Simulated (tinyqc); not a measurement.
CIS and TDHF on RHF in the sto-3g basis, for H3+, spin multiplicity 1, step by step. One step of it, computed by the program tinyqc.

Task: CIS matrix, singlets. A(ia,jb) = (e_a - e_i) d_ij d_ab + 2 (ia|jb) - (ij|ab).

orbital energies (hartree): MO1 -1.014556, MO2 -0.330082, MO3 0.341512

Two-electron integrals over orbitals (pq|rs), unique and non-zero (hartree):
```
p,q,r,s,(pq|rs)
1,1,1,1,0.585628
2,1,2,1,0.146021
2,2,1,1,0.498993
2,2,2,2,0.545513
3,1,1,1,0.098896
3,1,2,2,-0.031767
3,1,3,1,0.133130
3,2,2,1,-0.138923
3,2,3,2,0.157564
3,3,1,1,0.590536
3,3,2,2,0.530139
3,3,3,1,0.085339
3,3,3,3,0.633048
```

Give: CIS matrix A, singlet.

Result:

CIS matrix A, singlet (hartree):
```
,1>2,1>3
1>2,0.4775,0.0000
1>3,0.0000,1.0318
```
